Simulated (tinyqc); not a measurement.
Changing the Luttinger gamma_3: shallow acceptor in the spherical model (Baldereschi-Lipari), strong spin-orbit limit. Computed by tinyqc, a small Python program. Command: `OMP_NUM_THREADS=1 python tinyqc.py 3001447 3001448 out.jsonl acceptor sweep`. One thread of a shared host (Intel(R) Xeon(R) Processor @ 2.30GHz), about 0.02 s of CPU time with the checks.

The 1S(3/2) state has an s envelope f(r) and a d envelope g(r). In effective units they obey -(f'' + 2f'/r + 2f/r) + mu (g'' + 5g'/r + 3g/r^2) = E f and -(g'' + 2g'/r - 6g/r^2 + 2g/r) + mu (f'' - f'/r) = E g. The cubic term, the split-off band and the central cell are left out.

Inputs (values chosen for the exercise, modelled on GaP): Luttinger gamma_1 = 4; Luttinger gamma_2 = 0.481; dielectric constant eps = 11.3; spin-orbit gap Delta_so = 78.5 meV.

Constants: Ry = 13.605693123 eV; a_0 = 0.529177210903 angstrom.

Method:
- Ry* = Ry/(gamma_1 eps^2), a* = a_0 eps gamma_1, mu = (6 gamma_3 + 4 gamma_2)/(5 gamma_1), delta = (gamma_3 - gamma_2)/gamma_1; spherical masses 1/(gamma_1 (1 - mu)) (heavy) and 1/(gamma_1 (1 + mu)) (light).
- Basis: f_i = exp(-zeta_i r), g_i = r exp(-zeta_i r), weight r^2 dr, s = zeta_i + zeta_j. S_ff = 2/s^3, H_ff = zeta_i zeta_j S_ff - 2/s^2; S_gg = 24/s^5, H_gg = 8/s^3 + 24 zeta_i zeta_j/s^5 - 12/s^4; H(f_i, g_j) = mu (6 zeta_i^2/s^4 + 2 zeta_i/s^3); S_fg = 0. Each function is normalised by sqrt(S_ii).
- Large basis: zeta_i = 0.08 x 1.55^(i-1), i = 1..20 in each channel; overlap eigenvalues below 1e-11 are dropped.
- Binding energies are -E Ry*; the mass that fits is E(1S) eps^2/Ry.

One run for each value; columns: (1) Luttinger gamma_3; (2) 1S(3/2) binding energy (meV); (3) d weight of 1S(3/2); (4) heavy-hole mass (m_0); (5) mu; (6) 2S(3/2) binding energy (meV):
```
(1)       (2)      (3)     (4)     (5)     (6)
0.381   27.75  0.01887  0.3167  0.2105   7.086
0.677   28.99  0.03840  0.3568  0.2993   7.549
0.972   30.87  0.06506  0.4084  0.3878   8.226
1.270   33.68  0.09967  0.4782  0.4772   9.210
1.560   37.77  0.14124  0.5737  0.5642  10.601
1.860   44.44  0.19306  0.7230  0.6542  12.808
2.150   55.57  0.25246  0.9660  0.7412  16.409
2.450   79.49  0.32461  1.4810  0.8312  23.998
2.750  158.40  0.40949  3.1726  0.9212  48.669
```

What does the table show?

Over the rows, 1S(3/2) binding energy (meV) rises from 27.7 to 158 (exponent d ln y / d ln x 0.076 between the first rows and 6.0 between the last); d weight of 1S(3/2) rises from 0.0189 to 0.409 (exponent d ln y / d ln x 1.2 between the first rows and 2.0 between the last); heavy-hole mass (m_0) rises from 0.317 to 3.17 (exponent d ln y / d ln x 0.21 between the first rows and 6.6 between the last).

Caution (all rows): the binding exceeds a fifth of the spin-orbit gap Delta_so, so the split-off band, left out, matters. Caution (rows 1.27, 1.56, 1.86, 2.15, 2.45, 2.75): gamma_3 and gamma_2 differ by more than 0.17 gamma_1: band warping, left out here, adds several per cent to the binding. Caution (rows 2.45, 2.75): the orbit is only a few bond lengths wide, so central-cell terms matter.
